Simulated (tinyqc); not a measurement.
Range and order of the fit: effective mass of the conduction band from tabulated energies.

c = hbar^2/2m0.
Constants: hbar^2/2m0 = 3.80998211 eV angstrom^2.

Energies along [100], from the band edge:
```
k (1/angstrom)   E (meV)
0.000000         0.00000
0.003600         1.29410
0.007200         5.15420
0.010800        11.51520
0.014400        20.27470
0.018000        31.30010
0.021600        44.43760
0.025200        59.52130
0.028800        76.38040
```

reference mass (curvature of the model at k = 0.0001 1/angstrom) = 0.038100 m0

Least-squares fits of E = a k^2 (+ b k^4 + d k^6) over points 1 to n, and the line y = c k^2/E against E; errors of m against the reference.

Results:
```
n  E at point n (meV)  one term (%)  two terms (%)  three terms (%)  line (%)  rms residual, one term (meV)
3                11.5          1.16           0.01             0.00      0.00                         0.021
4                20.3          1.96           0.04             0.00      0.00                         0.061
5                31.3          2.95           0.10             0.00      0.00                         0.139
6                44.4          4.10           0.19             0.01      0.00                         0.268
7                59.5          5.42           0.33             0.02      0.00                         0.462
8                76.4          6.88           0.53             0.04      0.00                         0.735
```

What does the comparison show?

The error of the parabola goes from +1.16 to +6.88 % as the range widens, and at n = 8 its residual, 0.74 meV, is only 1.0 % of the top energy: a small residual does not vouch for the mass. Over the full range (n = 8) the best form is the line (0.00 %); the line errs by 0.00 % at n = 3 and 0.00 % at n = 8. Without scatter, a narrower range or a second term is the cure: at n = 8 the errors are +6.88, +0.53 and +0.04 % for one, two and three terms. Three terms on three points interpolate exactly.

Run: tinyqc, `OMP_NUM_THREADS=1 python tinyqc.py 1850379 1850380 out.jsonl`; Intel(R) Xeon(R) Processor @ 2.30GHz, one thread, shared host; about 0.01 s of CPU time with all checks.
